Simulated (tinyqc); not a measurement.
MOS capacitor on an n-type substrate, surface potential from the exact charge relation: one step of the calculation.

Uniform n-type substrate, Boltzmann statistics, full ionisation, classical densities. psi is the surface potential against the body (positive when the bands bend down) and u = -psi/Vt. Traps are spread evenly over the gap and neutral at flat band, so their charge is -q Dit psi; the minority quasi-Fermi level is shifted by Vb.

Task. Newton step for the surface potential. u = -psi/Vt; F^2 = exp(-u) + u - 1 + r (exp(u) - u - 1); Qs = +sign(u) Q0 F; Cs = -dQs/dpsi = (Q0/Vt) |1 - exp(-u) + r (exp(u) - 1)|/(2 F). f = Vfb + psi + (q Dit psi - Qs)/Cox - Vg, f' = 1 + (Cs + q Dit)/Cox, psi(new) = psi - f/f'.

Parameters, values chosen for the exercise; band and dielectric values close to those of silicon:
```
symbol   value         unit                        meaning
T          350            K                    temperature
Dit     1.3e10  cm^-2 eV^-1     density of interface traps
Vg       -2.35            V  gate voltage against the body
```

Constants: q = 1.602176634e-19 C, kB = 1.380649e-23 J/K, Vt = kB T/q. Results are converted to the units shown.

psi at the start = -1.0288606 V
Cox = 0.86328331 uF/cm^2
Vfb = 0.12826727 V
Q0 = 108.66872 nC/cm^2
r = 8.3605917e-14

Give: u; F; Qs; Cs; f; f'; psi after iteration 1.

Result.

u = 34.113
F = 9.3654
Qs = 1017.7 nC/cm^2
Cs = 10.695 uF/cm^2
f = 0.26802 V
f' = 13.391
psi after iteration 1 = -1.0489 V

Computed by the program tinyqc: `OMP_NUM_THREADS=1 python tinyqc.py 2060155 2060156 out.jsonl`, one thread of a shared Intel Xeon 2.30GHz, about 0.01 s for the whole run.
